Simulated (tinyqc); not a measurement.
Hole subbands of a hard-walled well, four-band Luttinger model: one step. Levels and mixing. Five cases, with inputs chosen for the exercise.

Problem. Diagonalise; give the four lowest hole energies and the weight of the heavy component (the first half of the basis) in each.

Give: levels; heavy weight.

Case 1.

H(k) (meV):
```
          h1        h2         h3        l1         l2         l3
h1  132.7969         0          0   14.3839    60.0021          0
h2         0  246.7571          0  -60.0021    14.3839   108.0038
h3         0         0   436.6907         0  -108.0038    14.3839
l1   14.3839  -60.0021          0  119.1511          0          0
l2   60.0021   14.3839  -108.0038         0   626.3313          0
l3         0  108.0038    14.3839         0          0  1471.6318
```

Solution.

levels (meV): 89.65  129.08  262.20  390.04

heavy weight: 0.234  0.900  0.841  0.845

The most mixed of the four is number 1, with 23 % heavy character. Against 60 sines these levels lie 0.8, 0.3, 1.7 and 10.0 meV too high: the small basis lacks the higher sines, which carry the upper levels.

Case 2.

H(k) (meV):
```
        h1       h2       h3        h4       l1       l2        l3        l4
h1  6.4054        0        0         0   1.1594   5.2498         0    2.0999
h2       0  18.3389        0         0  -5.2498   1.1594    9.4497         0
h3       0        0  38.2281         0        0  -9.4497    1.1594   13.4996
h4       0        0        0   66.0730  -2.0999        0  -13.4996    1.1594
l1  1.1594  -5.2498        0   -2.0999  16.6290        0         0         0
l2  5.2498   1.1594  -9.4497         0        0  62.5399         0         0
l3       0   9.4497   1.1594  -13.4996        0        0  139.0580         0
l4  2.0999        0  13.4996    1.1594        0        0         0  246.1835
```

Solution.

levels (meV): 5.74  11.93  22.29  34.29

heavy weight: 0.975  0.468  0.544  0.902

The most mixed of the four is number 2, with 47 % heavy character. Against 60 sines these levels lie 0.0, 0.0, 0.0 and 0.1 meV too high.

Case 3.

H(k) (meV):
```
          h1        h2        l1        l2
h1  125.8029         0   58.0562   77.1502
h2         0  162.4425  -77.1502   58.0562
l1   58.0562  -77.1502  124.6204         0
l2   77.1502   58.0562         0  335.0419
```

Solution.

levels (meV): 37.62  100.27  235.17  374.86

heavy weight: 0.462  0.825  0.567  0.146

The most mixed of the four is number 1, with 46 % heavy character. Against 60 sines these levels lie 8.2, 38.3, 115.3 and 210.4 meV too high: the small basis is not converged.

Case 4.

H(k) (meV):
```
         h1       h2        h3        h4       l1        l2        l3        l4
h1  18.6138        0         0         0   4.0852    9.2563         0    3.7025
h2        0  37.9295         0         0  -9.2563    4.0852   16.6614         0
h3        0        0   70.1223         0        0  -16.6614    4.0852   23.8019
h4        0        0         0  115.1923  -3.7025         0  -23.8019    4.0852
l1   4.0852  -9.2563         0   -3.7025  19.2541         0         0         0
l2   9.2563   4.0852  -16.6614         0        0   45.8668         0         0
l3        0  16.6614    4.0852  -23.8019        0         0   90.2214         0
l4   3.7025        0   23.8019    4.0852        0         0         0  152.3178
```

Solution.

levels (meV): 11.88  17.54  35.98  39.73

heavy weight: 0.499  0.574  0.636  0.454

The most mixed of the four is number 1, with 50 % heavy character. Against 60 sines these levels lie 0.1, 0.1, 0.2 and 0.2 meV too high.

Case 5.

H(k) (meV):
```
         h1        h2        l1        l2
h1  61.2979         0   13.4923   24.4113
h2        0   83.7030  -24.4113   13.4923
l1  13.4923  -24.4113   18.8102         0
l2  24.4113   13.4923         0  105.1404
```

Solution.

levels (meV): 7.56  50.57  90.48  120.34

heavy weight: 0.144  0.783  0.831  0.242

The most mixed of the four is number 4, with 24 % heavy character. Against 60 sines these levels lie 1.2, 8.1, 13.2 and 42.6 meV too high: the small basis is not converged.

Computed by tinyqc, one run a case: `OMP_NUM_THREADS=1 python tinyqc.py N N+1 out.jsonl` with N = 1251659, 1252245, 1252451, 1280369, 1280396; one thread of a shared Intel(R) Xeon(R) Processor @ 2.30GHz, about 0.1 s a run at most.
